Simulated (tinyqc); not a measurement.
Alloy A(1-x)B(x) by interpolation with bowing: sweeps and comparisons. A value that a table varies takes the place of the one given here.

Each gap follows E(x) = (1 - x) E_A + x E_B - C x (1 - x); the lattice constant follows Vegard, a(x) = (1 - x) a_A + x a_B.

Mass at Gamma from the Kane formula 1/m = F + Ep (Eg + 2 Dso/3)/(Eg (Eg + Dso)). F is fixed by the masses of A and B and interpolated linearly, as is Ep; Eg and Dso carry their bowing.

Constants: hc = 1239.841984 eV nm.

Parameters, chosen for this exercise (A near InAs, B near InSb; shifted at random, so the results belong to these values and not to a real crystal): a = (6.053, 6.472) angstrom (lattice constant of A, B); Eg = (0.419, 0.238) eV (gap at Gamma to the s-like level of A, B); EgX = (1.42, 0.629) eV (gap to the lowest valley along Gamma-X of A, B); EgL = (1.142, 0.943) eV (gap to L of A, B); C = (0.644, 0.743, 0.646) eV (bowing of the Gamma, X and L gaps); Dso = (0.384, 0.821) eV (spin-orbit splitting of A, B); Ep = (21.8, 23.5) eV (Kane energy of A, B); me = (0.0264, 0.0136) m0 (electron mass at Gamma of A, B); Cs = 0.97 eV (bowing of Dso); x = 0.77 (fraction of B).

## Gaps across the alloy

Eleven compositions.

Gaps (eV):

| x | a (angstrom) | Gamma | X | L | lowest | wavelength (nm) |
|---|---|---|---|---|---|---|
| 0.0 | 6.0530 | 0.419 | 1.420 | 1.142 | Gamma | 2959 |
| 0.1 | 6.0949 | 0.343 | 1.274 | 1.064 | Gamma | 3615 |
| 0.2 | 6.1368 | 0.280 | 1.143 | 0.999 | Gamma | 4432 |
| 0.3 | 6.1787 | 0.229 | 1.027 | 0.947 | Gamma | 5403 |
| 0.4 | 6.2206 | 0.192 | 0.925 | 0.907 | Gamma | 6456 |
| 0.5 | 6.2625 | 0.168 | 0.839 | 0.881 | Gamma | 7402 |
| 0.6 | 6.3044 | 0.156 | 0.767 | 0.868 | Gamma | 7956 |
| 0.7 | 6.3463 | 0.157 | 0.710 | 0.867 | Gamma | 7894 |
| 0.8 | 6.3882 | 0.171 | 0.668 | 0.879 | Gamma | 7244 |
| 0.9 | 6.4301 | 0.198 | 0.641 | 0.905 | Gamma | 6257 |
| 1.0 | 6.4720 | 0.238 | 0.629 | 0.943 | Gamma | 5209 |

The lowest valley is Gamma at every x. The Gamma gap has a minimum inside the range, 0.155 eV at x = (C - (E_B - E_A))/(2C) = 0.641, since the bowing exceeds the difference of the end gaps.

## Three ways to interpolate a mass

Linear in m, linear in 1/m, and the Kane formula.

Masses (m0):

| x | Eg (eV) | linear in m | linear in 1/m | Kane | Kane m/Eg (1/eV) |
|---|---|---|---|---|---|
| 0.000 | 0.419 | 0.0264 | 0.0264 | 0.0264 | 0.0630 |
| 0.125 | 0.326 | 0.0248 | 0.0236 | 0.0196 | 0.0601 |
| 0.250 | 0.253 | 0.0232 | 0.0214 | 0.0148 | 0.0587 |
| 0.375 | 0.200 | 0.0216 | 0.0195 | 0.0117 | 0.0584 |
| 0.500 | 0.168 | 0.0200 | 0.0180 | 0.0098 | 0.0587 |
| 0.625 | 0.155 | 0.0184 | 0.0166 | 0.0091 | 0.0590 |
| 0.750 | 0.163 | 0.0168 | 0.0155 | 0.0096 | 0.0589 |
| 0.875 | 0.190 | 0.0152 | 0.0145 | 0.0111 | 0.0582 |
| 1.000 | 0.238 | 0.0136 | 0.0136 | 0.0136 | 0.0571 |

At x = 0.5 the three give 0.0200, 0.0180 and 0.0098; judged by the largest distance, the Kane value is closer to the interpolation in 1/m (largest distances 0.0102 m0 from the rule in m, 0.0081 m0 from the rule in 1/m), and it dips below both end values, following the bowed gap, which neither rule can do. The ratio m/Eg varies by a factor of 1.10 while the gap varies by 2.70; a constant ratio is the two-band rule m = Eg/Ep at fixed Ep.

## What each parameter does

Gaps at x and the Kane mass. Each row changes one parameter from the base and keeps the others.

Results:

| case | Gamma (eV) | X (eV) | L (eV) | mass (m0) |
|---|---|---|---|---|
| base | 0.1656 | 0.6793 | 0.8744 | 0.0097 |
| x = 0.73 | 0.1599 | 0.6961 | 0.8694 | 0.0094 |
| C = (0.744, 0.843, 0.746) eV | 0.1479 | 0.6616 | 0.8567 | 0.0088 |
| Eg = (0.44, 0.238) eV | 0.1704 | 0.6793 | 0.8744 | 0.0100 |
| EgX = (1.42, 0.598) eV | 0.1656 | 0.6555 | 0.8744 | 0.0097 |
| EgL = (1.085, 0.943) eV | 0.1656 | 0.6793 | 0.8613 | 0.0097 |
| Ep = (24, 25.8) eV | 0.1656 | 0.6793 | 0.8744 | 0.0094 |
| Cs = 1.02 eV | 0.1656 | 0.6793 | 0.8744 | 0.0097 |

The largest shifts from the base row, up to three for each result and ties (the steps differ in size, so this ranks the rows, not the parameters). Gamma (eV): C -0.0177, x -0.0056, Eg +0.0048; unchanged at the printed digits by EgX, EgL, Ep and Cs. X (eV): EgX -0.0239, C -0.0177, x +0.0168; unchanged at the printed digits by Eg, EgL, Ep and Cs. L (eV): C -0.0177, EgL -0.0131, x -0.0050; unchanged at the printed digits by Eg, EgX, Ep and Cs. mass (m0): C -0.0010, Ep -0.0003, x -0.0003; unchanged at the printed digits by EgX, EgL and Cs.

(tinyqc, `OMP_NUM_THREADS=1 python tinyqc.py 1050219 1050220 out.jsonl`, Intel(R) Xeon(R) Processor @ 2.30GHz, 1 thread, shared host, about 0.01 s.)
